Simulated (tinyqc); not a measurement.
Implanted layer, carriers, mobility and sheet resistance with incomplete ionisation: one step of the calculation.

An n-type layer from the surface x = 0 to the junction xj, N(x) = N0 exp(-(x - Rp)^2/(2 sg^2)). Local neutrality (no depletion at surface or junction, no spilling of carriers), intrinsic carriers neglected, Boltzmann statistics.

Question. Junction depth and local values. xj = Rp + sg sqrt(2 ln(N0/Nb)); 12 equal steps from 0 to xj. Active dopant A = min(N, Ns); n solves n (n + Nb)/(A - Nb - n) = K, K = (NB/gd) exp(-E/Vt), E = max(Ei - ks A^(1/3), 0), so n = 2 K (A - Nb)/[Nb + K + sqrt((Nb + K)^2 + 4 K (A - Nb))]; mobility mu = m1 + (m2 (T/300 K)^(-bt) - m1)/(1 + ((A + Nb)/Nr)^am).

Values chosen for this exercise; values close to those of arsenic in silicon over a p-type background:

| symbol | value | unit | meaning |
|---|---|---|---|
| T | 300 | K | temperature |
| Nb | 7.4e15 | cm^-3 | background doping of the opposite type |
| N0 | 2.6e17 | cm^-3 | peak chemical concentration |
| m1 | 52.2 | cm^2/(V s) | mobility limit at high doping |
| m2 | 1400 | cm^2/(V s) | mobility limit at low doping, at 300 K |
| Nr | 9.3e16 | cm^-3 | reference doping of the mobility law |
| am | 0.682 |  | exponent of the mobility law |
| bt | 2 |  | temperature exponent of m2 |
| Ns | 2.02e20 | cm^-3 | solubility limit of active dopant |
| NB | 2.9e19 | cm^-3 | conduction-band density of states at T |
| Ei | 0.0529 | eV | ionisation energy in the dilute limit |
| gd | 2 |  | degeneracy factor of the level |
| ks | 0 | eV cm | lowering of Ei per N^(1/3) |
| sg | 84 | nm | straggle after annealing |
| Rp | 130 | nm | projected range |

Constants: q = 1.602176634e-19 C, kB = 1.380649e-23 J/K, Vt = kB T/q. Results are converted to the units shown.

Find: xj; x; N; A; n; mu.

Answer.

xj = 354.11 nm
x, point 0 to 12 (nm): [0.00, 29.51, 59.02, 88.53, 118.04, 147.55, 177.06, 206.57, 236.08, 265.59, 295.10, 324.61, 354.11]
N, point 0 to 12 (cm^-3): [7.8502e16, 1.2712e17, 1.8194e17, 2.3017e17, 2.5738e17, 2.5439e17, 2.2224e17, 1.7162e17, 1.1714e17, 7.0668e16, 3.7684e16, 1.7762e16, 7.4000e15]
A, point 0 to 12 (cm^-3): [7.8502e16, 1.2712e17, 1.8194e17, 2.3017e17, 2.5738e17, 2.5439e17, 2.2224e17, 1.7162e17, 1.1714e17, 7.0668e16, 3.7684e16, 1.7762e16, 7.4000e15]
n, point 0 to 12 (in units of 1e17 cm^-3): [0.6834, 1.1251, 1.6021, 2.0052, 2.2264, 2.2023, 1.9399, 1.5139, 1.0360, 0.6104, 0.2970, 0.1027, 0.0000]
mu, point 0 to 12 (cm^2/(V s)): [744.34, 641.73, 565.86, 517.64, 495.37, 497.68, 524.72, 578.06, 659.22, 766.27, 889.19, 1008.1, 1100.7]

At the point of highest doping 89.1 % of the net active dopant gives free carriers. The mobility runs from 495 to 1100 cm^2/(V s).

Numbers from tinyqc (`OMP_NUM_THREADS=1 python tinyqc.py 2110103 2110104 out.jsonl`; about 0.01 s on one thread of a shared Intel Xeon 2.30GHz).
